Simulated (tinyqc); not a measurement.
# Schottky barrier on an n-type semiconductor with a doping step, non-linear Poisson equation by Newton steps: Capacitance-voltage profiling

One dimension, metal at x = 0, donor density C(x) = N1 for x < x1 and Nd beyond. Energies are counted from the electron Fermi level of the semiconductor and the conduction-band edge is Ec = -psi, so n = Nc exp(psi/Vt); holes follow the Fermi level of the metal, at -V, so p = Nv exp((V - psi - Eg)/Vt). Ends: psi(0) = V - phiB and psi = Vt ln(Nd/Nc) deep inside. Boltzmann statistics, full ionisation, no current, no image force in the Poisson equation.

The Poisson equation d/dx(eps0 eps_r dpsi/dx) = -q (p - n + C) is solved on a mesh of about 1000 nodes or more that ends in neutral material. C_s = q d/dV of the integral of n over x, from the linearised equation. Probed depth w = eps0 eps_r/C_s; apparent doping N_app = C_s^3/(q eps0 eps_r dC_s/dV), the derivative by central differences over +/- 0.02 V.

Inputs (values chosen for the exercise); band and dielectric values close to those of In0.53Ga0.47As:
- T = 300 K (temperature)
- Eg = 0.742 eV (band gap)
- eps_r = 13.6 (relative permittivity)
- Nc = 2.07e17 cm^-3 (conduction-band density of states at T)
- Nv = 7.67e18 cm^-3 (valence-band density of states at T)
- Nd = 8.1e15 cm^-3 (donor density deep in the semiconductor)
- phiB = 0.52 eV (barrier height)
- x1 = 330 nm (depth of the doping step)
- N1 = 2.4e15 cm^-3 (donor density above the step)

Constants: q = 1.602176634e-19 C, kB = 1.380649e-23 J/K, Vt = kB T/q, eps0 = 8.8541878128e-14 F/cm where lengths are in cm. Results are converted to the units shown.

The same in every row: true C(w) (cm^-3) = 8.10e15.

Result of one run:
```
V (V)  C_s (nF/cm^2)  w (nm)  N_app (cm^-3)  |E_0| (kV/cm)
-4.8            11.8  1.02e3        8.10e15           85.1
```

What becomes of these results when the bias of the metal against the semiconductor V is changed from -4.8 to -4 V, all else the same?

Result of the changed run:
```
V (V)  C_s (nF/cm^2)  w (nm)  N_app (cm^-3)  |E_0| (kV/cm)
-4              12.7     946        8.10e15           77.0
```

The whole series:
```
V (V)  C_s (nF/cm^2)  w (nm)  N_app (cm^-3)  |E_0| (kV/cm)
0               31.4     384        6.41e15           17.3
-0.8            21.9     549        8.09e15           34.3
-1.6            18.0     671        8.10e15           47.3
-2.4            15.6     773        8.10e15           58.4
-3.2            13.9     864        8.10e15           68.2
-4              12.7     946        8.10e15           77.0
-4.8            11.8  1.02e3        8.10e15           85.1
-5.6            11.0  1.09e3        8.10e15           92.7
-6.4            10.4  1.16e3        8.10e15           99.8
-7.2            9.87  1.22e3        8.10e15            107
-8              9.41  1.28e3        8.10e15            113
```

C_s falls from 31.4 to 9.41 nF/cm^2 while the probed depth goes from 384 to 1280 nm. The apparent doping rises from 6.41e15 to 8.10e15 cm^-3. It departs most from the true doping at that depth for V = 0 V, where it is 21 % below it; the method senses the electrons at the edge of the depleted layer, which are smeared over a few Debye lengths (LD = 49 nm at Nd), so it cannot follow a doping that changes on that scale.

Program tinyqc, `OMP_NUM_THREADS=1 python tinyqc.py 2020070 2020071 out.jsonl`; Intel Xeon 2.30GHz, shared host, one thread, about 0.08 s.
